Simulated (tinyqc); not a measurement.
p-n heterojunction, non-linear Poisson equation by Newton steps, Boltzmann statistics: two steps of the calculation.

One dimension, material 1 (p-type) at x < 0 and material 2 (n-type) at x > 0. Band edges: Ec = -psi in material 1 and -psi + dEc in material 2, Ev = Ec - Eg. Flat quasi-Fermi levels: 0 for holes, +V for electrons. n = Nc F((EFn - Ec)/Vt), p = Nv F((Ev - EFp)/Vt), with F(eta) = exp(eta) (Boltzmann statistics); full ionisation, no interface charge, classical densities; the doping types are chosen for the exercise.

Values chosen for this exercise; band and dielectric values those of a made-up pair: temperature T = 300 K; band gap of material 1 Eg1 = 1.48 eV; relative permittivity of material 1 er1 = 10.6; conduction-band density of states of material 1 Nc1 = 4.81e17 cm^-3; valence-band density of states of material 1 Nv1 = 8.6e18 cm^-3; band gap of material 2 Eg2 = 1.39 eV; relative permittivity of material 2 er2 = 14; conduction-band density of states of material 2 Nc2 = 6.37e17 cm^-3; valence-band density of states of material 2 Nv2 = 1.15e19 cm^-3; conduction-band offset Ec2 - Ec1 dEc = -0.25 eV; acceptor density of material 1 N1 = 6e16 cm^-3; donor density of material 2 N2 = 2.2e16 cm^-3; bias of side 1 against side 2 V = 0.3 V.

Constants: q = 1.602176634e-19 C, kB = 1.380649e-23 J/K, Vt = kB T/q, eps0 = 8.8541878128e-14 F/cm where lengths are in cm. Results are converted to the units shown.

Task 1. Band edges, densities and displacement. Ec, Ev, n and p as defined; D = a_k (psi_(k+1) - psi_k) on the interval that holds the interface.

| node | x (nm) | converged psi (V) | material |
|---|---|---|---|
| 0 | -214 | -1.3516404 | 1 |
| 1 | -155 | -1.3515117 | 1 |
| 2 | -107 | -1.3501010 | 1 |
| 3 | -68.1 | -1.3389504 | 1 |
| 4 | -36.3 | -1.2851719 | 1 |
| 5 | -10.5 | -1.1712525 | 1 |
| 6 | 10.5 | -1.0456080 | 2 |
| 7 | 49 | -0.8796656 | 2 |
| 8 | 119 | -0.6859257 | 2 |
| 9 | 248 | -0.6388491 | 2 |
| 10 | 485 | -0.6370108 | 2 |

| interval | coupling a_i (F/cm^2) |
|---|---|
| 0 | 1.5907524e-7 |
| 1 | 1.9552998e-7 |
| 2 | 2.4127093e-7 |
| 3 | 2.9513959e-7 |
| 4 | 3.6377671e-7 |
| 5 | 5.0869589e-7 |
| 6 | 3.2197047e-7 |
| 7 | 1.7708376e-7 |
| 8 | 9.6091961e-8 |
| 9 | 5.2303219e-8 |

Give: Ec; Ev; n; p; D.

Result 1.

| node | Ec (eV) | Ev (eV) | n (cm^-3) | p (cm^-3) |
|---|---|---|---|---|
| 0 | 1.352 | -0.128 | 1.036 | 6.000e16 |
| 1 | 1.352 | -0.128 | 1.041 | 5.970e16 |
| 2 | 1.350 | -0.130 | 1.100 | 5.653e16 |
| 3 | 1.339 | -0.141 | 1.693 | 3.673e16 |
| 4 | 1.285 | -0.195 | 13.55 | 4.587e15 |
| 5 | 1.171 | -0.309 | 1111 | 5.595e13 |
| 6 | 0.796 | -0.594 | 3.008e9 | 1.189e9 |
| 7 | 0.630 | -0.760 | 1.845e12 | 1.939e6 |
| 8 | 0.436 | -0.954 | 3.317e15 | 1079 |
| 9 | 0.389 | -1.001 | 2.049e16 | 174.6 |
| 10 | 0.387 | -1.003 | 2.200e16 | 162.6 |

D = 63.91 nC/cm^2

Task 2. Check against the first integral. Exact first integral: on each side D^2/(2 eps0 er) = G, G = q [Vt (nI_j - nI_b) + Vt (pI_j - pI_b) - C (psi_j - psi_b)], with C = -N1 or +N2, b the neutral end of that side, and nI, pI the densities themselves. D is continuous, so er1 G1(psi_j) = er2 G2(psi_j) fixes psi_j. Ends from Nv1 F((-psi_L - Eg1)/Vt) = N1 and Nc2 F((V + psi_R - dEc)/Vt) = N2. D is counted positive when psi rises towards material 2.

Find: psi_j; D; psi_j - psi_L; psi_R - psi_j; Ec1 - EFn at the interface; Ec2 - EFn at the interface.

Result 2.

psi_j = -1.109 V
D = 62.47 nC/cm^2
psi_j - psi_L = 0.2421 V
psi_R - psi_j = 0.4725 V
Ec1 - EFn at the interface = 0.8095 eV
Ec2 - EFn at the interface = 0.5595 eV

Material 2 takes 66.1 % of the bending.

Program tinyqc, `OMP_NUM_THREADS=1 python tinyqc.py 2040119 2040120 out.jsonl`; Intel Xeon 2.30GHz, shared host, one thread, about 0.04 s.
